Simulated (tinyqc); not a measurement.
Five-level k.p model folded onto the conduction band: sweeps and comparisons. A value that a table varies takes the place of the one given here.

For k along z and one spin sector the level c couples to four states. With c0 = hbar^2/2m0, P = sqrt(Ep c0), P2 = sqrt(Ep2 c0): diagonal Eg + (1 + Cm) c0 k^2 for c, and 0, -Dso, E7 + D2, E7 for lh, so, G8 up, G7 up (their own dispersion is left out); couplings of c: sqrt(2/3) P k to lh, sqrt(1/3) P k to so, sqrt(2/3) P2 k to G8 up, sqrt(1/3) P2 k to G7 up (phases chosen real).

Expanding E = H_cc + S(E) about Eg in powers of k^2, with s_n = sum_j H_cj^2/(Eg - H_jj)^n: order k^2: e2 = (1 + Cm) c0 k^2 + s1; order k^4: e4 = -s2 e2; order k^6: e6 = s3 e2^2 + s2^2 e2.

Second-order sums for the lowest conduction level at E: 1/m = 1 + Cm + (Ep/3)(2/E + 1/(E + Dso)) - (Ep2/3)(2/(E7 + D2 - E) + 1/(E7 - E)); g/2 = 1 + Cg - (Ep/3)(1/E - 1/(E + Dso)) - (Ep2/3)(1/(E7 - E) - 1/(E7 + D2 - E)). E is counted from the top of the valence band; E = Eg at the edge.

Constants: hbar^2/2m0 = 3.80998211 eV angstrom^2.

Inputs chosen for the exercise (near those of CdTe; the results hold for these values, not for the real material):
- Eg = 1.663 eV (gap at Gamma to the s-like level)
- Dso = 0.914 eV (spin-orbit splitting)
- Ep = 18 eV (Kane energy)
- E7 = 5.31 eV (upper Gamma7 conduction level, from the valence top)
- D2 = 0.28 eV (its spin-orbit splitting, Gamma8 above Gamma7)
- Ep2 = 1.5 eV (Kane energy to the upper levels)
- Cm = -0.2 (remote term in 1/m)
- Cg = 0 (remote term in g/2)

## How far the series holds

Energies from Eg; Pk/Eg measures the coupling.

Levels (eV):
```
k (1/angstrom)  Pk/Eg  to k^2   to k^4   to k^6   exact
0.0301          0.150  0.0344   0.0337   0.0337  0.0337
0.0689          0.343  0.1800   0.1626   0.1660  0.1653
0.1076          0.536  0.4390   0.3355   0.3848  0.3669
0.1463          0.729  0.8116   0.4578   0.7696  0.6110
0.1850          0.921  1.2978   0.3933   1.6678  0.8797
0.2238          1.114  1.8992  -0.0379   3.9567  1.1621
0.2625          1.307  2.6128  -1.0536   9.3479  1.4483
0.3012          1.500  3.4400  -2.9154  20.8228  1.7319
```

Within 2 % of the exact level stay: the k^2 term up to Pk/Eg = 0.15, the sum to k^4 up to Pk/Eg = 0.34, the sum to k^6 up to Pk/Eg = 0.34. In the last row the errors are +1708, -4647 and +19091 meV: higher orders make it worse, since the series in k^2 converges only for Pk below about Eg/2 in the two-level limit E = Eg/2 + sqrt(Eg^2/4 + P^2 k^2).

## Mass and g factor above the band edge

The sums are evaluated at E = Eg + dE, as is done for confined or hot electrons.

Results:
```
dE (meV)    m(E)    g(E)  m(E)/m(Eg)  1 + dE/Eg
0         0.1005  -0.579      1.0000     1.0000
20        0.1016  -0.529      1.0107     1.0120
50        0.1032  -0.457      1.0268     1.0301
100       0.1059  -0.345      1.0537     1.0601
150       0.1086  -0.240      1.0805     1.0902
200       0.1113  -0.142      1.1072     1.1203
300       0.1166   0.035      1.1608     1.1804
```

Over 300 meV the mass grows by 16.1 %, against 18.0 % for two levels alone, and g moves from -0.579 to 0.035, crossing zero near dE = 280 meV.

## Six materials (three-level Kane formulas for mass and g factor)

1/m = 1 + (Ep/3)(2/Eg + 1/(Eg + Dso)), g = 2 - (2 Ep/3)(1/Eg - 1/(Eg + Dso)). The inputs are values chosen for the exercise.

Results:
```
case         Eg (eV)  Dso (eV)  Ep (eV)  m (m0)        g   Eg/Ep
A near Ge      0.904     0.284     26.6  0.0356   -2.689  0.0340
B near InSb    0.231     0.818     23.7  0.0130  -51.336  0.0097
C near CdTe    1.638     0.917     18.9  0.0896   -0.761  0.0867
D near ZnSe    2.852     0.393     24.0  0.1102    1.321  0.1188
E near GaAs    1.547     0.337     26.1  0.0593   -0.012  0.0593
F near InP     1.426     0.107     21.1  0.0647    1.311  0.0676
```

The mass follows the gap: m/(Eg/Ep) lies between 0.93 and 1.33, while m itself spans a factor of 8.5. The order by mass differs from the order by gap. g is negative for A, B, C and E; it needs Ep Dso > 3 Eg (Eg + Dso). Where g is small, two larger terms cancel: 5 % in Ep moves g by (2 - g)/20, and the levels left out move it by tenths. Remote bands, left out here, make real masses heavier, by up to a half in the wider-gap crystals. All rows are for the Gamma valley, which is not the lowest one in GaP and Ge.

## What each parameter does

Mass and g at E = Eg. Each row changes one parameter from the base and keeps the others.

Results:
```
case             m (m0)        g
base            0.10048  -0.5788
Eg = 1.497 eV   0.09150  -1.0568
Dso = 1.005 eV  0.10129  -0.7377
Ep = 16.2 eV    0.11114  -0.3229
E7 = 5.841 eV   0.10000  -0.5743
D2 = 0.308 eV   0.10046  -0.5807
Ep2 = 1.35 eV   0.10008  -0.5769
```

The largest shifts from the base row, up to three for each result and ties (the steps differ in size, so this ranks the rows, not the parameters). m (m0): Ep +0.01066, Eg -0.00898, Dso +0.00081. g: Eg -0.4779, Ep +0.2559, Dso -0.1588.

Computed by tinyqc, a small Python program: `OMP_NUM_THREADS=1 python tinyqc.py 1051251 1051252 out.jsonl` (the numbers bound the seed that draws the inputs); one thread of a shared host (Intel(R) Xeon(R) Processor @ 2.30GHz), about 0.01 s for the whole set of steps.
